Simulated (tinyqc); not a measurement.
Changing the electron density n: strain, valley repopulation and piezoresistance in a many-valley conduction band. Computed by tinyqc, a small Python program. Command: `OMP_NUM_THREADS=1 python tinyqc.py 3017537 3017538 out.jsonl valleys sweep`. One thread of a shared host (Intel(R) Xeon(R) Processor @ 2.30GHz), about 0.05 s of CPU time with the checks.

Valleys are ellipsoids with mass m_l along the axis a and m_t across it, parabolic, with one constant relaxation time; strain shifts the valleys and leaves the masses alone. Currents are taken along [100], along the load, and along [010], across the load.

Inputs (values chosen for the exercise, modelled on silicon): longitudinal mass m_l = 0.937 m_0; transverse mass m_t = 0.189 m_0; shear deformation potential Xi_u = 9.38 eV; dilation deformation potential Xi_d = 1.1 eV; C11 = 166 GPa; C12 = 64.3 GPa; C44 = 79.6 GPa; stress X (tension positive) = -770 MPa; relaxation time tau = 97 fs; temperature T = 300 K.

Valley axes: <100> (6 valleys in 3 pairs). Load: uniaxial [100].

Constants: k_B = 8.617333262e-05 eV/K; m_0 = 9.1093837015e-31 kg; k_B = 1.380649e-23 J/K; hbar = 1.054571817e-34 J s; e = 1.602176634e-19 C.

Method:
- Compliances S11 = (C11 + C12)/((C11 - C12)(C11 + 2 C12)), S12 = -C12/((C11 - C12)(C11 + 2 C12)), S44 = 1/C44; stress sigma_ij = X n_i n_j for the unit vector n of the load; e_xx = S11 sigma_xx + S12 (sigma_yy + sigma_zz), e_xy = S44 sigma_xy/2 (tensor strain).
- Herring-Vogt shift of a valley with unit axis a: dE = Xi_d tr(e) + Xi_u a.e.a.
- Each of the 6 valleys holds n_v = N_v (2/sqrt(pi)) F_1/2((E_F - dE_v)/(k_B T)), N_v = 2 (m_d k_B T/(2 pi hbar^2))^(3/2), m_d = (m_l m_t^2)^(1/3); E_F solves sum n_v = n and is counted from the unstrained edge.
- F_j(eta) = int_0^infinity x^j/(1 + exp(x - eta)) dx, without a gamma-function factor. It is evaluated after integrating by parts.
- Integrals over x = E/(k_B T) use 160 Gauss-Legendre points in u = sqrt(x) from 0 to sqrt(max(eta, 0) + 32).
- Mobility tensor mu = e tau sum_v (n_v/n) [1/m_t + (1/m_l - 1/m_t) a a^T]; unstrained mu_0 = e tau (1/m_l + 2/m_t)/3; resistivity along d from the inverse tensor, rho_d = d.mu^-1.d/(n e), mobility along d = 1/(d.mu^-1.d); gauge pi_d = (rho_d/rho_0 - 1)/X.
- With eta_0 the reduced Fermi level without strain, r = F_-1/2(eta_0)/(2 F_1/2(eta_0)) (1 for a classical gas) and c = r (Xi_u/k_B T) (m_l - m_t)/(2 m_l + m_t): pi11 = -(2/3) c (S11 - S12), pi12 = -pi11/2, pi44 = 0, with S11 - S12 = 1/(C11 - C12).

One run for each value; columns: (1) electron density n (1/cm^3); (2) degeneracy factor r; (3) eta_0; (4) resistance change along the first direction (%); (5) resistance change along the second direction (%):
```
(1)           (2)      (3)     (4)      (5)
1.00e+16  0.99987  -7.9209  150.94  -23.121
3.60e+16  0.99954  -6.6396  150.88  -23.119
1.30e+17  0.99833  -5.3544  150.68  -23.109
4.80e+17  0.99388  -4.0437  149.91  -23.073
1.70e+18  0.97868  -2.7634  147.24  -22.945
6.30e+18  0.92563  -1.3947  137.47  -22.447
2.30e+19  0.77606   0.1115  107.06  -20.542
8.30e+19  0.50346   2.1271   54.02  -14.920
3.00e+20  0.24581   5.7944   20.25   -7.766
```

Over the rows, degeneracy factor r falls from 1.000 to 0.246 (exponent d ln y / d ln x -2.6e-4 between the first rows and -0.56 between the last); eta_0 rises from -7.92 to 5.79; resistance change along the first direction (%) falls from 151 to 20.3 (exponent d ln y / d ln x -3.0e-4 between the first rows and -0.76 between the last). r has dropped to one half between 8.30e19 and 3.00e20 per cm^3, so heavily doped gauges are less sensitive but also less dependent on temperature.

Extremes, crossings and ranges named in words are read from the listed rows.
